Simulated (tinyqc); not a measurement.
Lossy interposer transmission line with skin effect: two steps of the calculation.

A uniform line in a homogeneous dielectric: c = sqrt(er)/(c0 Z0), l = Z0 sqrt(er)/c0 (c0 = 299792458 m/s), g = w c td, w = 2 pi f. The resistance joins its limits as r = sqrt(r_dc^2 + r_hf^2), with r_dc = rho/(wd th), r_hf = kr rho/(2 delta (wd + th)), delta = sqrt(rho/(pi f mu0)), mu0 = 4 pi 1e-7 H/m; this is an interpolation, and internal inductance, up to 0.05 nH/mm at low frequency, is neglected.

Inputs (values chosen for the exercise):
```
symbol  value     unit                                  meaning
wd        2.6       um                       width of the strip
th        1.2       um                   thickness of the strip
rho       1.8  uohm cm                              resistivity
er        3.5                             relative permittivity
td       0.01                                      loss tangent
Z0         60      ohm             lossless impedance sqrt(l/c)
kr          2           factor for crowding and the return path
Rg        100      ohm                        source resistance
RL         50      ohm                          load resistance
CL          0       fF                         load capacitance
f         2.1      GHz                                frequency
```

Question 1. Line constants. delta, r_dc, r_hf, r, l, c and g as defined.

Wanted: delta; r_dc; r_hf; r; l; c; g.

Answer 1.

delta = 1.473 um
r_dc = 5.769 ohm/mm
r_hf = 3.215 ohm/mm
r = 6.604 ohm/mm
l = 0.3744 nH/mm
c = 104.0 pF/m
g = 0.01372 S/m

r is 1.14 times r_dc; the skin depth is 1.23 of the thickness.

Question 2. Reflection, input impedance and transfer. ZL = 1/(1/RL + i w CL); reflection (ZL - Zc)/(ZL + Zc); Zin = Zc (ZL + Zc tanh(gamma len))/(Zc + ZL tanh(gamma len)); H = V_load/V_source = [Zin/(Zin + Rg)]/[cosh(gamma len) + (Zc/ZL) sinh(gamma len)].

gamma len = 0.26463066+0.52190080i
Zc = 69.489174-34.365458i ohm

Wanted: ZL; reflection at the load; Zin; H; |H|.

Answer 2.

ZL = 50.000+0.000i ohm
reflection at the load = -0.22704+0.22231i
Zin = 84.316-8.423i ohm
H = 0.23839-0.12036i
|H| = -11.468 dB

Numbers from tinyqc (`OMP_NUM_THREADS=1 python tinyqc.py 2810227 2810228 out.jsonl`; about 0.01 s on one thread of a shared Intel Xeon 2.30GHz).
